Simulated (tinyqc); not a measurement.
# Metal gate on a two-layer dielectric stack with fixed charge and a dipole: flat band against the thickness t1

Gate, layer 2, layer 1, p-type semiconductor; x runs from the gate inwards. Charges are counted in units of +q. psi is the band bending at the surface, positive towards inversion. Classical charge, Boltzmann statistics, no interface traps.

EOT = 3.9 (t1/e1 + t2/e2), Cox = eps0/(t1/e1 + t2/e2); phi_ms = pM - (chi + Eg - Vt ln(Nv/Na)). Vfb = phi_ms + Vd - (q/eps0) [Q1 (t1/e1 + t2/e2) + Q2 t2/e2 + r1 (t1^2/(2 e1) + t1 t2/e2) + r2 t2^2/(2 e2)]: each charge counts with its electrical distance from the gate. ni = sqrt(Nc Nv) exp(-Eg/(2 Vt)), Eg in volts, pB = Vt ln(Na/ni), Vth = Vfb + 2 pB + sqrt(4 q eps0 eps_r Na pB)/Cox.

Parameters, values chosen for the exercise; band and dielectric values close to those of In0.53Ga0.47As, layer 1 close to silicon dioxide, layer 2 close to hafnium oxide:
- T = 350 K (temperature)
- Eg = 0.734 eV (band gap)
- eps_r = 13.7 (relative permittivity)
- Nc = 2.67e17 cm^-3 (conduction-band density of states at T)
- Nv = 9.82e18 cm^-3 (valence-band density of states at T)
- chi = 4.52 eV (electron affinity)
- Na = 4.2e16 cm^-3 (acceptor density)
- pM = 5.03 eV (work function of the gate metal)
- e1 = 4.03 (relative permittivity of layer 1)
- t2 = 2 nm (thickness of layer 2, next to the gate)
- e2 = 21.9 (relative permittivity of layer 2)
- Q1 = 5.8e10 cm^-2 (fixed charge at the semiconductor interface)
- Q2 = 4.9e12 cm^-2 (fixed charge between the layers)
- r1 = 1e19 cm^-3 (uniform charge density in layer 1)
- r2 = 8.8e17 cm^-3 (uniform charge density in layer 2)
- Vd = 0.31 V (flat-band shift by a dipole layer between the layers)

Constants: q = 1.602176634e-19 C, kB = 1.380649e-23 J/K, Vt = kB T/q, eps0 = 8.8541878128e-14 F/cm where lengths are in cm. Results are converted to the units shown.

Results:
```
t1 (nm)	EOT (nm)	Vfb (V)	Vth (V)
0.5	0.8400	0.1519	0.6879
1.5	1.808	0.08792	0.6496
2	2.292	0.03906	0.6135
2.5	2.776	-0.02101	0.5663
3	3.259	-0.09232	0.5078
3.5	3.743	-0.1748	0.4381
4	4.227	-0.2686	0.3572
```

Estimate the missing row, t1 = 1 nm.

Computed row:
```
t1 (nm)	EOT (nm)	Vfb (V)	Vth (V)
1	1.324	0.1255	0.6744
```

With this row back in the table: Vfb falls from 0.152 to -0.269 V and Vth falls from 0.688 to 0.357 V. The slope dVfb/dEOT is -54.6 mV/nm between the first two rows and -194 between the last two: the charge inside the growing layer bends the line. A line through the end rows meets EOT = 0 at 0.256 V, against phi_ms + Vd = 0.251 V; an effective work function read from it is off by 316 mV from pM.

Computed by the program tinyqc: `OMP_NUM_THREADS=1 python tinyqc.py 2010073 2010074 out.jsonl`, one thread of a shared Intel Xeon 2.30GHz, about 0.01 s for the whole run.
